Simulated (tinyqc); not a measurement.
CIS on RHF in the sto-3g basis, for HeH+, spin multiplicity 1, step by step. Computed by tinyqc, a small Python program that keeps every step (integrals from PySCF). Settings: charge = 1, multiplicity = 1, basis = sto-3g, method = RHF, energy threshold = 1e-10, iteration cap = 73, orthogonalisation = symmetric, start = atomic densities, DIIS depth = 6. Command: `OMP_NUM_THREADS=1 python tinyqc.py 28818 28819 out.jsonl` (the two numbers bound the seeds that draw the settings). One thread of a shared host (Intel(R) Xeon(R) Processor @ 2.60GHz), about 0.09 s of CPU time with the checks. The early iterations of the SCF are left out here.

## One-electron integrals

Geometry (angstrom):
```
atom,x,y,z
He,0.000000,0.000000,0.000000
H,0.000000,0.000000,0.978000
```

Basis sto-3g: exponents (1/bohr^2) and contraction coefficients of normalised primitives:
```
element,l (shell),exponent,coefficient
He,s (1),6.362421,0.154329
He,s (1),1.158923,0.535328
He,s (1),0.313650,0.444635
H,s (1),3.425251,0.154329
H,s (1),0.623914,0.535328
H,s (1),0.168855,0.444635
```

Overlap, kinetic and nuclear-attraction integrals over the contracted functions; the nuclear repulsion is the sum of Za Zb / Rab.

nuclear repulsion = 1.08216199 hartree

overlap S:
```
,1He 1s,2H 1s
1He 1s,1.000000,0.404849
2H 1s,0.404849,1.000000
```

kinetic energy T (hartree):
```
,1He 1s,2H 1s
1He 1s,1.411763,0.089302
2H 1s,0.089302,0.760032
```

nuclear attraction V (hartree):
```
,1He 1s,2H 1s
1He 1s,-3.880180,-1.112295
2H 1s,-1.112295,-2.272517
```

core Hamiltonian H = T + V (hartree):
```
,1He 1s,2H 1s
1He 1s,-2.468417,-1.022993
2H 1s,-1.022993,-1.512485
```

## Two-electron integrals

Functions are numbered as in S; the eight-fold symmetry (ij|kl) = (ji|kl) = (kl|ij) leaves the list below.

Two-electron integrals (ij|kl) in chemists' order, unique and non-zero (hartree):
```
i,j,k,l,(ij|kl)
1,1,1,1,1.055713
2,1,1,1,0.315480
2,1,2,1,0.120592
2,2,1,1,0.504154
2,2,2,1,0.254823
2,2,2,2,0.774606
```

## Orthogonalisation

S = U s U^T; symmetric (Loewdin) form X = U s^(-1/2) U^T, so that X^T S X = 1.

eigenvalues of S: 0.595151  1.404849

X:
```
,1He 1s,2H 1s
1He 1s,1.069969,-0.226274
2H 1s,-0.226274,1.069969
```

## Iteration 11 (converged): orbitals

converged F (hartree):
```
,1He 1s,2H 1s
1He 1s,-1.457420,-0.778379
2H 1s,-0.778379,-0.664960
```

Diagonalise F' = X^T F X, C = X C', fill 1 alpha and 1 beta electrons from the bottom; D = 2 C_occ C_occ^T. Each column has its largest component positive (the first on a tie).

F' = X^T F X (hartree):
```
,1,2
1,-1.325648,-0.417126
2,-0.417126,-0.458987
```

orbital energies (hartree): MO1 -1.493790, MO2 -0.290845

coefficients C:
```
,MO1,MO2
1He 1s,0.907782,-0.609890
2H 1s,0.190159,1.076974
```

D after iteration 11:
```
,1He 1s,2H 1s
1He 1s,1.648135,0.345246
2H 1s,0.345246,0.072321
```

## Convergence

Stop when the energy changes by less than 1e-10 hartree and every element of the error matrix X^T (F D S - S D F) X is below 3e-06.

Course of the cycle:
```
iteration,E (hartree),change,largest element of the error matrix
1,-2.29880951,-,1.80e-01
2,-2.85095400,-5.52e-01,7.14e-02
3,-2.85317512,-2.22e-03,3.02e-02
4,-2.85336087,-1.86e-04,2.35e-02
5,-2.85343959,-7.87e-05,2.00e-02
6,-2.85348372,-4.41e-05,1.78e-02
7,-2.85351213,-2.84e-05,1.61e-02
8,-2.85364529,-1.33e-04,2.54e-04
9,-2.85364532,-3.27e-08,1.69e-05
10,-2.85364532,-1.43e-10,2.10e-06
11,-2.85364532,-2.23e-12,1.47e-07
```

PySCF RHF in the same basis = -2.85364532 hartree

Converged in 11 iterations.

## Integrals over molecular orbitals

(pq|rs) = sum C_ip C_jq C_kr C_ls (ij|kl), one index at a time.

one-electron integrals over orbitals h = C^T H C (hartree):
```
,1,2
1,-2.442018,0.175386
2,0.175386,-1.328580
```

Two-electron integrals over orbitals (pq|rs), unique and non-zero (hartree):
```
p,q,r,s,(pq|rs)
1,1,1,1,0.948228
2,1,1,1,-0.175386
2,1,2,1,0.120229
2,2,1,1,0.578982
2,2,2,1,0.061431
2,2,2,2,0.746417
```

## CIS matrix, singlets

A(ia,jb) = (e_a - e_i) d_ij d_ab + 2 (ia|jb) - (ij|ab).

CIS matrix A, singlet (hartree):
```
,1>2
1>2,0.864420
```

## CIS singlet states

dipole integrals <i|r|a> (bohr):
```
,x,y,z
1>2,0.000000,0.000000,0.636138
```

Diagonalise A (1 hartree = 27.211386 eV); each vector has its largest component positive (the first on a tie). The transition dipole is mu = sqrt2 sum c_ia <i|r|a>.

singlet excitation energies (eV): 23.522058

lowest vectors:
```
,state 1
1>2,1.000000
```

oscillator strengths 2/3 w |mu|^2: 0.466409

## CIS matrix, triplets

A(ia,jb) = (e_a - e_i) d_ij d_ab - (ij|ab).

CIS matrix A, triplet (hartree):
```
,1>2
1>2,0.623963
```

## CIS triplet states

Diagonalise A (1 hartree = 27.211386 eV); each vector has its largest component positive (the first on a tie).

triplet excitation energies (eV): 16.978889

lowest vectors:
```
,state 1
1>2,1.000000
```
